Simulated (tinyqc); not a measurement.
Inside a calculation: heavy doping: gap narrowing, degeneracy and the minority density. Values are carried at full precision from step to step, so a last printed digit may differ when a step is redone from the rounded ones.

Empirical narrowing (Slotboom form, constants chosen for the exercise; published fits of this form give the apparent narrowing, here it is taken as the true one): dEg = E0 [ln(N/N0) + sqrt(ln(N/N0)^2 + C)].

Constants: kB = 8.617333262e-05 eV/K; e^2/(4 pi eps0) = 14.39964547 eV angstrom.

Values chosen for the exercise (gap and densities of states near those of Si at this temperature; narrowing constants near the fits for Si; not measured data): N = 2.3e+19 1/cm^3 (ionised donors, equal to the majority density); E0 = 6.4 meV (narrowing scale); N0 = 1.2e+17 1/cm^3 (onset density); C = 0.5 (smoothing constant); Nc = 4.16e+19 1/cm^3 (conduction-band density of states); Eg = 1.084 eV (gap); Nv = 1.73e+19 1/cm^3 (valence-band density of states); T = 400 K; eps = 11.4 (dielectric constant); Mv = 6 (majority valleys).

## Gap narrowing

Evaluate at N.

ln(N/N0) = 5.2558
dEg (empirical fit) = 67.58 meV

Well above N0 each decade of doping adds 2 E0 ln 10 = 29.5 meV.

## Degeneracy of the majority band

F_j(eta) = (1/Gamma(j + 1)) integral_0^infinity x^j dx/(1 + exp(x - eta)), which tends to exp(eta) for eta << 0.

Majority: N = Nc F_1/2(eta), eta the distance of EF beyond the majority band edge in kT. Degeneracy factor gam = F_1/2(eta)/exp(eta). ni0^2 = Nc Nv exp(-Eg/kT); product n p = ni0^2 gam exp(dEg/kT), dEg the true narrowing; apparent narrowing dEa = dEg + kT ln gam; minority density = n p/N.

Solve for eta and form gam.

N/Nc = 0.5529
eta = -0.3986
gam = 0.8237

## Product and minority density

Combine both effects.

ni0 = 3.98e+12 1/cm^3
exp(dEg/kT) = 7.10
dEa = 60.9 meV
sqrt(n p) = 9.62e+12 1/cm^3
minority density = 4.03e+06 1/cm^3

Narrowing multiplies the product by 7.1 and degeneracy by 0.824; together they change the minority density by a factor 5.85 against ni0^2/N.

## Two estimates of the size

Two physical estimates, e2 = e^2/(4 pi eps0), N in 1/angstrom^3: exchange shift at the Fermi level, Ex = (e2/eps) kF/pi with kF = (3 pi^2 N/Mv)^(1/3); screened-pair energy (Lanyon-Tuft), Es = (3/4)(e2/eps) qs with qs^2 = (4 pi e2 N/(eps kT)) F_-1/2(eta)/F_1/2(eta).

Evaluate both at N.

kF = 0.04842 1/angstrom
Ex = 19.47 meV
Es = 89.28 meV

Against the fitted dEg = 67.6 meV, Ex is 0.29 and Es 1.32 times as large; each keeps one mechanism only, and Ex assumes a strongly degenerate gas, while here eta is only -0.40.

## Checks

- Minority density against the Boltzmann occupation of the other band at the narrowed gap (1/cm^3): both 4.025e+06.

(tinyqc, `OMP_NUM_THREADS=1 python tinyqc.py 1650640 1650641 out.jsonl`, Intel(R) Xeon(R) Processor @ 2.30GHz, 1 thread, shared host, about 0.01 s.)
